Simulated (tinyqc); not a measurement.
Small-signal admittance of a forward-biased p+-n diode: two steps of the calculation.

Holes injected into a neutral base of width wb with an ohmic contact at its end; low injection, p0 far above the equilibrium density. A small voltage v exp(i w t), w = 2 pi f, modulates the edge density by p0 v/Vt, and the small-signal density obeys Dp d2p/dx2 = (1/tau + i w) p.

Values chosen for this exercise; permittivity close to that of silicon:
```
symbol   value    unit                                   meaning
T          275       K                               temperature
eps_r     11.7                             relative permittivity
Nd      2.7e16   cm^-3                 donor density of the base
Dp           6  cm^2/s                hole diffusion coefficient
tau       8e-9       s                             hole lifetime
wb         1.4      um                 width of the neutral base
p0      7.3e12   cm^-3  excess hole density at the junction edge
Na        9e19   cm^-3           acceptor density of the p+ side
f        4.6e8      Hz                          signal frequency
```

Constants: q = 1.602176634e-19 C, kB = 1.380649e-23 J/K, Vt = kB T/q, eps0 = 8.8541878128e-14 F/cm where lengths are in cm. Results are converted to the units shown.

Problem 1. Closed-form admittance. L = sqrt(Dp tau); direct current J = (q Dp p0/L) coth(wb/L); k = sqrt(1 + i w tau)/L; diffusion admittance Y = (q Dp p0/Vt) k coth(k wb) = G + i w C_diff; junction capacitance C_j = sqrt(q eps0 eps_r Nd/(2 Vr)) in the depletion approximation, with the remaining barrier Vr = Vt ln(Na/p0), a rough value under forward bias; base-width modulation is left out.

Give: L; J; k wb; Y; C_diff; C_j.

Solution 1.

L = 2.1909 um
J = 0.056769 A/cm^2
k wb = 2.2202+2.1263i
Y = 4.5522+4.5479i S/cm^2
C_diff = 0.0015735 uF/cm^2
C_j = 0.076099 uF/cm^2

G is 1.90 times its low-frequency value J/Vt, and C_diff is 0.0207 times C_j.

Problem 2. The same by finite differences. 6 equal intervals, h = wb/6; u = small-signal density over its edge value, u_0 = 1, u_6 = 0; u_(i-1) + b u_i + u_(i+1) = 0 with b = -2 - h^2 (1/tau + i w)/Dp; Y = (q Dp p0/(Vt h)) (-b/2 - u_1), which includes the half box at the edge.

Wanted: b; u; Y on the mesh.

Solution 2.

b = -2.0113-0.2623i
u, node 1 to 5: [0.65768-0.23893i, 0.38549-0.30809i, 0.19847-0.27964i, 0.08704-0.20231i, 0.02965-0.10445i]
Y on the mesh = 4.4164+4.6966i S/cm^2

Program tinyqc, `OMP_NUM_THREADS=1 python tinyqc.py 2890148 2890149 out.jsonl`; Intel Xeon 2.30GHz, shared host, one thread, about 0.01 s.
